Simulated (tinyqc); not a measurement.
Shrinking the mesa: defect, radiative and Auger recombination at equal electron and hole densities (ABC model).

J/(e d) = Ae n + B n^2 + C n^3 with Ae = A + 4 S/w (four side walls, carriers spread evenly), e = 1.602176634e-19 C, lengths in cm; internal efficiency IQE = B n^2/(Ae n + B n^2 + C n^3); all injected carriers recombine in the layer.

Inputs chosen for the exercise (orders of magnitude like those quoted for GaAs; the results hold for these values, not for the real material):
- A = 5800000 1/s (defect rate)
- B = 1e-10 cm^3/s (radiative coefficient)
- C = 1.8e-30 cm^6/s (Auger coefficient)
- d = 200 nm (active thickness)
- S2 = 460 cm/s (recombination velocity of the side walls in this comparison)
- J = 85 A/cm^2 (current density)

S = S2; w takes the values listed.

Results:
```
w (micrometre)  Ae (1/s)  IQE_max  J at the peak (A/cm^2)  IQE at J
200             5.89e+06    0.939                1.12e+03     0.885
100             5.98e+06    0.938                1.14e+03     0.883
50              6.17e+06    0.938                1.17e+03     0.880
20              6.72e+06    0.935                1.28e+03     0.871
10              7.64e+06    0.931                1.46e+03     0.855
5               9.48e+06    0.924                1.83e+03     0.826
2               1.50e+07    0.906                2.95e+03     0.743
1               2.42e+07    0.883                4.88e+03     0.624
```

The walls equal the bulk defect rate at w = 4 S/A = 3.17 micrometre. From 200 to 1 micrometre the peak efficiency falls from 0.939 to 0.883 and moves to a current 4.37 times higher; at the fixed J the efficiency goes from 0.885 to 0.624. For large w diffusion to the walls, left out here, would limit the loss.

Program tinyqc; command `OMP_NUM_THREADS=1 python tinyqc.py 1652449 1652450 out.jsonl`; about 0.01 s on one thread of a shared Intel(R) Xeon(R) Processor @ 2.30GHz.
